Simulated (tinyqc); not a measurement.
Decay of LO phonons and the hot-phonon bottleneck in the cooling of electrons: one step, computed by the program tinyqc. Command: `OMP_NUM_THREADS=1 python tinyqc.py 3022267 3022268 out.jsonl hotphonon walk`. One thread of a shared host (Intel(R) Xeon(R) Processor @ 2.30GHz), about 0.01 s of CPU time with the checks.

n(E, T) = 1/(exp(E/(k_B T)) - 1) is the Bose occupation. Electrons have a temperature T_e; the LO modes within their reach share one occupation N; the decay products stay at the lattice temperature.

Task: Electron and phonon temperatures in closed form. Net emission per electron: [(N + 1) x - N]/tau_sp with x = exp(-hbar omega/(k_B T_e)), a simple two-level balance; steady state of the modes: n [(N + 1) x - N]/tau_sp = N_m (N - N_0)/tau; power per electron P = hbar omega [(N + 1) x - N]/tau_sp. With p = P tau_sp/(hbar omega): N = N_0 + r p and x = (p + N)/(N + 1); without hot phonons N = N_0. The mode temperature T_LO solves n(hbar omega, T_LO) = N.

Inputs (values chosen for the exercise, modelled on silicon carbide): LO energy hbar omega = 120 meV; lattice temperature T = 300 K; power supplied per electron P = 0.8 nW.

Decay channel: two unequal phonons (Ridley).

emission time tau_sp = 8.071281 fs

equilibrium LO occupation N_0 = 0.009734099

bottleneck ratio r = 624.4114

Constants: e = 1.602176634e-19 C; k_B = 8.617333262e-05 eV/K.

Give: reduced power p; LO occupation N; electron temperature T_e; T_e without hot phonons; mode temperature T_LO.

Result:

reduced power p = 3.358e-04

LO occupation N = 0.2194

electron temperature T_e = 812.7 K

T_e without hot phonons = 302.2 K

mode temperature T_LO = 811.9 K
